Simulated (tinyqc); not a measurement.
Equation-of-state fits to an energy-volume table made by a known binding curve: one step, computed by the program tinyqc. Command: `OMP_NUM_THREADS=1 python tinyqc.py 3014098 3014099 out.jsonl eosfit walk`. One thread of a shared host (Intel(R) Xeon(R) Processor @ 2.30GHz), about 0.02 s of CPU time with the checks.

With x = (V/V_0)^(1/3), the energy per atom is E = -D [1 + eta (x - 1)] exp(-eta (x - 1)), so that B0 = D eta^2/(9 V_0) and B' = 1 + 2 eta/3. B' = dB/dP at P = 0.

Task: Errors of the Birch-Murnaghan fit. Third-order Birch-Murnaghan is a cubic in u = V^(-2/3): fit it by linear least squares, find the minimum, and take B0 = V E''(V), B' = -1 - V E'''/E'' there. Errors are fitted minus exact, relative; the pressure at c V_0 uses P = (3 B0/2) (x^7 - x^5) [1 + (3/4)(B' - 4)(x^2 - 1)], x = (V0/V)^(1/3) with the fitted values.

Inputs (values chosen for the exercise, for a model crystal): true volume V_0 = 15.5 angstrom^3/atom; compression V/V_0 for the pressure test = 0.75.

Binding curve: universal binding. Noise: none.

fitted B0 = 35.88836 GPa

exact B0 = 36.05599 GPa

fitted B' = 3.856355

exact B' = 3.873333

fitted V0 = 15.50101 angstrom^3

exact pressure at c V_0 = 17.76985 GPa

Give: error of B0; error of B'; fitted pressure at c V_0; error of that pressure.

Result:

error of B0 = -0.465 %

error of B' = -0.438 %

fitted pressure at c V_0 = 18.0 GPa

error of that pressure = 1.13 %
